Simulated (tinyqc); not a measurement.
Comparisons within one model: Bethe-Salpeter matrix of a two-band chain (Tamm-Dancoff form). A value that a table varies takes the place of the one given here.

One valence and one conduction band, lattice period 1, mesh k = 2 pi j/N. Pair energies D(k) = Eg + 2 t sum(1 - cos k), t = tc + tv. Screened attraction W(R) = U at R = 0 and V/|R| otherwise, R over the N cells with the nearest image; W(q) = sum_R W(R) cos(q R). H(k, k') = D(k) delta - W(k - k')/Nk + 2 J/Nk for singlets (J = 0 for triplets), Nk the number of k points. With a constant transition dipole the strength of a state is f = (sum_k A_k)^2/Nk, and the f sum to 1.

Inputs chosen for the exercise: Eg = 4.1 eV (quasiparticle gap); tc = 0.91 eV (conduction hopping); tv = 0.27 eV (valence hopping); U = 0.4 eV (attraction in the same cell); V = 0.15 eV (attraction at one cell distance); J = 0.22 eV (exchange in the same cell); fs = (0.2, 0.4, 0.7, 1, 1.4, 2, 2.6) (scale factors of U and V).

## Convergence with the k mesh

Lowest triplet and singlet, and f of the singlet, against N.

Results:
```
N    Eg - E triplet (eV)  Eg - E singlet (eV)  f singlet
4                 0.2000               0.0853     0.2316
6                 0.1601               0.0777     0.1563
8                 0.1378               0.0695     0.1219
12                0.1156               0.0579     0.0924
20                0.1031               0.0467     0.0788
40                0.1012               0.0410     0.0848
100               0.1011               0.0407     0.0865
```

The coarsest mesh misjudges the singlet binding by +0.0446 eV against the finest: a mesh of N points along an axis repeats the pair every N cells. The triplet is within 1 meV of the last row from N = 40 on. The singlet is within 1 meV of the last row from N = 40 on.

## Strength of the attraction

Triplets, N = 100; U and V scaled together, as weaker screening would do. f is the weight at R = 0. For V = 0 the infinite chain has binding sqrt(4 t^2 + U^2) - 2t and f = U/sqrt(4 t^2 + U^2), t = tc + tv.

Results:
```
scale   U/t  binding (eV)      f  Eg - second level (eV)  contact formula (eV)
0.20   0.07        0.0087  0.063                 -0.0012                0.0014
0.40   0.14        0.0255  0.104                  0.0002                0.0054
0.70   0.24        0.0595  0.153                  0.0018                0.0166
1.0    0.34        0.1011  0.195                  0.0042                0.0337
1.4    0.47        0.1655  0.244                  0.0092                0.0655
2.0    0.68        0.2769  0.307                  0.0190                0.1319
2.6    0.88        0.4023  0.363                  0.0320                0.2190
```

The binding grows with exponent 1.55 between scales 0.2 and 0.4 and 1.42 over the last two rows (below 2 for a wide pair in a chain, where 1/|R| brings logarithms, 1 for a pair held in one cell). f rises from 0.063 to 0.363. On this mesh a second level lies below the gap from scale 0.4 on; in an infinite lattice the tail V/|R| binds a whole series at any scale. The tail V/|R| adds 0.183 eV to the contact value in the last row and 0.007 eV in the first.

## Exciton band

Triplets, solved in the electron-hole distance R on a ring of 60 cells, total momentum Q: D = Eg + 2 tc (1 - cos(k + Q/2)) + 2 tv (1 - cos(k - Q/2)), so the hopping in R has size |t(Q)| = sqrt(tc^2 + tv^2 + 2 tc tv cos Q) and the continuum starts at Eg + 2 (tc + tv) - 2 |t(Q)|.

Results:
```
Q/pi   |t(Q)| (eV)  continuum edge (eV)  exciton (eV)  binding (eV)  weight at R = 0
0.000       1.1800               4.1000        3.9989        0.1011            0.195
0.167       1.1518               4.1565        4.0542        0.1023            0.198
0.333       1.0708               4.3183        4.2124        0.1059            0.208
0.500       0.9492               4.5616        4.4496        0.1120            0.225
0.667       0.8095               4.8410        4.7206        0.1204            0.250
0.833       0.6895               5.0810        4.9516        0.1293            0.278
1.000       0.6400               5.1800        5.0464        0.1336            0.291
```

The exciton band is 1.0475 eV wide, against 1.0800 eV for the edge of the continuum: binding narrows it, since electron and hole must hop together. The binding grows from 0.101 to 0.134 eV as |t(Q)| falls. Between the first two rows the exciton rises 0.98 times as much as the edge, so it is heavier than the free pair.

## What each parameter does

N = 100: lowest singlet, its binding and f, and the singlet-triplet splitting. Each row changes one parameter from the base and keeps the others.

Results:
```
case          singlet (eV)  binding (eV)      f  splitting (eV)
base                4.0593        0.0407  0.087          0.0604
Eg = 4.3 eV         4.2593        0.0407  0.087          0.0604
tc = 1.18 eV        4.0621        0.0379  0.079          0.0537
tv = 0.16 eV        4.0579        0.0421  0.090          0.0639
U = 0.32 eV         4.0656        0.0344  0.072          0.0521
V = 0.25 eV         4.0174        0.0826  0.109          0.0672
J = 0.33 eV         4.0741        0.0259  0.051          0.0753
```

The largest shifts from the base row, up to three for each result and ties (the steps differ in size, so this ranks the rows, not the parameters). singlet (eV): Eg +0.2000, V -0.0418, J +0.0148. binding (eV): V +0.0418, J -0.0148, U -0.0063; unchanged at the printed digits by Eg. f: J -0.036, V +0.022, U -0.015; unchanged at the printed digits by Eg. splitting (eV): J +0.0148, U -0.0084, V +0.0068, tc -0.0068; unchanged at the printed digits by Eg. At zero total momentum only the sum tc + tv enters.

(tinyqc, `OMP_NUM_THREADS=1 python tinyqc.py 1281175 1281176 out.jsonl`, Intel(R) Xeon(R) Processor @ 2.30GHz, 1 thread, shared host, about 0.1 s.)
